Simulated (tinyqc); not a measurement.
Gate length: charge control and current of a heterostructure field-effect transistor. Computed by tinyqc, a small Python program. Command: `OMP_NUM_THREADS=1 python tinyqc.py 3028933 3028934 out.jsonl hemt walk`. One thread of a shared host (Intel(R) Xeon(R) Processor @ 2.30GHz), about 0.01 s of CPU time with the checks.

Two subbands in a triangular well; E_F is counted from the conduction band edge of the channel at the interface.

Inputs (values chosen for the exercise, modelled on AlGaN/GaN):

| quantity | value | unit |
|---|---|---|
| channel mass m | 0.19 | m_0 |
| permittivity eps (barrier and channel) | 9.51 | - |
| barrier thickness d | 26 | nm |
| Schottky barrier phi_B | 1.2 | eV |
| conduction band offset dE_c | 0.55 | eV |
| polarisation charge sigma/e | 1.9e+13 | 1/cm^2 |
| gate voltage V_G | 0 | V |
| mobility mu | 1800 | cm^2/(V s) |
| saturation velocity v_s | 1.3 | 1e7 cm/s |
| gate length L | 98 | nm |
| source resistance R_S | 0 | ohm mm |
| temperature T | 77 | K |
| mixing | 0.5 | - |
| iteration cap | 200 | - |

Charge source: polarisation. Velocity law: smooth.

Constants: e = 1.602176634e-19 C; eps_0 = 8.8541878128e-12 F/m; k_B = 8.617333262e-05 eV/K; hbar = 1.054571817e-34 J s; m_0 = 9.1093837015e-31 kg; k_B = 1.380649e-23 J/K.

Method:
- Threshold V_T = phi_B - dE_c - sigma d/(eps eps_0) (in volts); C_b = eps eps_0/d.
- Charge control: n_s = C_b (V_G - V_T - E_F/e)/e. Well: mean field F = e n_s/(2 eps eps_0), E_i = (hbar^2/2m)^(1/3) [(3 pi e F/2)(i + 3/4)]^(2/3), i = 0, 1; n_s = D k_B T sum_i ln(1 + exp((E_F - E_i)/k_B T)), D = m/(pi hbar^2), which is solved in closed form for E_F.
- Iteration from n_s = C_b (V_G - V_T)/(2e): E_F from n_s, n_out from the charge control, n_new = n_s + mixing (n_out - n_s), kept above n_s/10; stop when |n_out/n_s - 1| < 1e-9.
- C_g = e dn_s/dV_G = 1/(1/C_b + 1/C_q), 1/C_q = d(E_F/e)/d(e n_s) by a central difference of +/- 0.1 % in n_s; added distance dd = eps eps_0/C_q.
- With V = e n_s/C_g and V_c = v_s L/mu: for v = mu F/(1 + mu F/v_s), V_Dsat = V_c (sqrt(1 + 2V/V_c) - 1) and I/W = C_g v_s (V - V_Dsat); g_m = dI/dV; extrinsic g_m/(1 + g_m R_S); f_T = g_m/(2 pi C_g L).

sheet density n_s = 1.64688e+13 1/cm^2

gate capacitance C_g = 0.306173 microfarad/cm^2

V = 8.61801 V

Scaling; the last columns are v_s/(2 pi L) and mu V/(2 pi L^2):

| L (nm) | I/W (mA/mm) | g_m (mS/mm) | extrinsic g_m (mS/mm) | f_T (GHz) | velocity limit (GHz) | mobility limit (GHz) |
|---|---|---|---|---|---|---|
| 30 | 3195.4 | 383.92 | 383.92 | 665.23 | 689.67 | 2.7432e+05 |
| 60 | 3103.0 | 378.09 | 378.09 | 327.57 | 344.84 | 6.8580e+04 |
| 120 | 2977.0 | 369.87 | 369.87 | 160.22 | 172.42 | 1.7145e+04 |
| 250 | 2796.2 | 357.50 | 357.50 | 74.33 | 82.76 | 3.9502e+03 |
| 500 | 2570.6 | 341.01 | 341.01 | 35.45 | 41.38 | 9.8755e+02 |
| 1000 | 2284.2 | 318.20 | 318.20 | 16.54 | 20.69 | 2.4689e+02 |
| 2000 | 1937.6 | 287.35 | 287.35 | 7.47 | 10.35 | 6.1722e+01 |
| 5000 | 1414.0 | 232.37 | 232.37 | 2.42 | 4.14 | 9.8755e+00 |

What does the comparison show, and why?

f_T scales as L^-1.02 at the short end and L^-1.23 at the long end; the two limits cross at L = mu V/v_s = 11900 nm. g_m tends to C_g v_s = 398 mS/mm. Fringe capacitances and short-channel effects, left out, lower f_T once L is below about ten barrier thicknesses. Caution: E_F lies above the conduction band minimum of the barrier, so electrons would spill into the barrier.

Extremes, crossings and ranges named in words are read from the listed rows.
